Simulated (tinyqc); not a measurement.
What moves the results: four-band model of biased bilayer graphene near K. A value that a table varies takes the place of the one given here.

Basis A1, B1, A2, B2, with B1 below A2; p = kx + i ky, v_j = (sqrt3/2) a g_j. Diagonal -U/2, -U/2, U/2, U/2; <A1|B1> = <A2|B2> = v0 p*, <B1|A2> = g1, <A1|B2> = v3 p, <A1|A2> = <B1|B2> = -v4 p*.

Inputs chosen for the exercise (near those used for Bernal bilayer graphene; not measured data):
- a = 2.46 angstrom (lattice constant)
- g0 = 2.93 eV (hopping in a layer)
- g1 = 0.393 eV (hopping of the dimer sites)
- g3 = 0 eV (skew hopping A1-B2)
- g4 = 0 eV (skew hopping A1-A2)
- U = 0.13 eV (potential difference of the layers)
- k = (-0.049, 0.006) 1/angstrom (wave vector from K)

## Gap against bias

Closed form for g3 = g4 = 0: gap U g1/sqrt(U^2 + g1^2), ring radius as (U/2 v0) sqrt((2 g1^2 + U^2)/(g1^2 + U^2)). Last column: lowest band 3 less highest band 2 of the full matrix on a polar grid, |k| = 0 to 0.08 in steps of 0.001 1/angstrom, angles 0, 15, 30, 45, 60 degrees.

Gap:

| U (eV) | gap (eV) | kg (1/angstrom) | gap/U | gap on the grid (eV) |
|---|---|---|---|---|
| 0.02 | 0.0200 | 0.0023 | 0.999 | 0.0200 |
| 0.05 | 0.0496 | 0.0056 | 0.992 | 0.0496 |
| 0.10 | 0.0969 | 0.0112 | 0.969 | 0.0969 |
| 0.15 | 0.1401 | 0.0164 | 0.934 | 0.1402 |
| 0.20 | 0.1782 | 0.0215 | 0.891 | 0.1783 |
| 0.30 | 0.2385 | 0.0307 | 0.795 | 0.2385 |
| 0.40 | 0.2803 | 0.0391 | 0.701 | 0.2803 |
| 0.60 | 0.3288 | 0.0548 | 0.548 | 0.3288 |

The gap follows U while U << g1 (ratio 0.992 at 0.05 eV) and bends towards g1 = 0.393 eV, reaching 0.329 eV at 0.6. Grid and formula agree within 0.03 meV. U is the screened difference, smaller than the applied field times the layer distance.

## From parabola to cone

U = 0, along kx. Parabola: v0^2 k^2/g1. Hyperbola: sqrt(g1^2/4 + v0^2 k^2) - g1/2. Then bands 3 and 2 of the full matrix for +kx and band 3 for -kx.

Energies (eV):

| k (1/angstrom) | parabola | hyperbola | band 3, +kx | band 2, +kx | band 3, -kx |
|---|---|---|---|---|---|
| 0.002 | 0.0004 | 0.0004 | 0.0004 | -0.0004 | 0.0004 |
| 0.005 | 0.0025 | 0.0025 | 0.0025 | -0.0025 | 0.0025 |
| 0.010 | 0.0099 | 0.0097 | 0.0097 | -0.0097 | 0.0097 |
| 0.020 | 0.0397 | 0.0363 | 0.0363 | -0.0363 | 0.0363 |
| 0.030 | 0.0892 | 0.0749 | 0.0749 | -0.0749 | 0.0749 |
| 0.050 | 0.2479 | 0.1723 | 0.1723 | -0.1723 | 0.1723 |
| 0.080 | 0.6345 | 0.3401 | 0.3401 | -0.3401 | 0.3401 |
| 0.120 | 1.4277 | 0.5779 | 0.5779 | -0.5779 | 0.5779 |

The parabola is 2 % above the hyperbola at 0.01 and a factor 2.47 at 0.12 1/angstrom, where the slope nears v0. With g3 = g4 = 0 the hyperbola is exact, the bands are isotropic and mirror images.

## What each parameter does

The four levels at k. Each row changes one parameter from the base and keeps the others.

Results:

| case | band 1 (eV) | band 2 (eV) | band 3 (eV) | band 4 (eV) |
|---|---|---|---|---|
| base | -0.5705 | -0.1652 | 0.1652 | 0.5705 |
| g0 = 3.077 eV | -0.5838 | -0.1776 | 0.1776 | 0.5838 |
| g1 = 0.4323 eV | -0.6002 | -0.1583 | 0.1583 | 0.6002 |
| g3 = 0.1 eV | -0.5684 | -0.1727 | 0.1727 | 0.5684 |
| g4 = 0.05 eV | -0.5748 | -0.1609 | 0.1695 | 0.5663 |
| U = 0.18 eV | -0.5781 | -0.1622 | 0.1622 | 0.5781 |

The largest shifts from the base row, up to three for each result and ties (the steps differ in size, so this ranks the rows, not the parameters). band 1 (eV): g1 -0.0296, g0 -0.0132, U -0.0076. band 2 (eV): g0 -0.0124, g3 -0.0075, g1 +0.0069. band 3 (eV): g0 +0.0124, g3 +0.0075, g1 -0.0069. band 4 (eV): g1 +0.0296, g0 +0.0132, U +0.0076. Only g4 breaks the mirror symmetry between the upper and lower bands.

Program tinyqc; command `OMP_NUM_THREADS=1 python tinyqc.py 1452488 1452489 out.jsonl`; about 0.03 s on one thread of a shared Intel(R) Xeon(R) Processor @ 2.30GHz.
